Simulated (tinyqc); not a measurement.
Ballistic Schottky-barrier transistor with a two-dimensional channel, WKB contacts: one step of the calculation.

Source Fermi level 0, drain Fermi level -Vd. Far from the contacts Ec = pn - psi, and the gate moves psi one to one; the band edges relax as exp(-x/lam) from pn at the source and pn - Vd at the drain; Ev = Ec - Eg. A carrier of energy w inside the channel band meets at a contact a barrier of height D (the contact edge beyond the channel edge): T = 1 for w >= D, else exp(-S), S = 4 lam sqrt(m/C) [sqrt(D - w) - sqrt(w) arctan sqrt((D - w)/w)], C = hbar^2/(2 m0). The two contacts combine as Ts Td/(Ts + Td - Ts Td).

Question. Transmission of one of the electrons. S and T at both contacts for w = w0, and the tunnelling distance lam ln(D/w) at the higher barrier.

Parameters, values chosen for the exercise; channel values close to those of a tungsten diselenide layer:
- mn = 0.35 m0 (electron mass)
- lam = 2.2 nm (screening length at the contacts)
- w0 = 0.38 eV (energy of one carrier inside the channel band)

Constants: q = 1.602176634e-19 C, hbar = 1.054571817e-34 J s, m0 = 9.1093837015e-31 kg, hbar^2/(2 m0) = 0.0380998212 eV nm^2. Results are converted to the units shown.

D for electrons (eV): source 0.63000000, drain 0.13000000

Wanted: S at the source; S at the drain; combined T; tunnelling distance.

Answer.

S at the source = 2.131
S at the drain = 0
combined T = 0.1187
tunnelling distance = 1.112 nm

Range of the model: No scattering, image-force lowering, channel charge or band-to-band tunnelling; parabolic kappa overstates S deep in the gap.

tinyqc, about 0.4 s, one thread, Intel Xeon 2.30GHz (shared host): `OMP_NUM_THREADS=1 python tinyqc.py 2390052 2390053 out.jsonl`
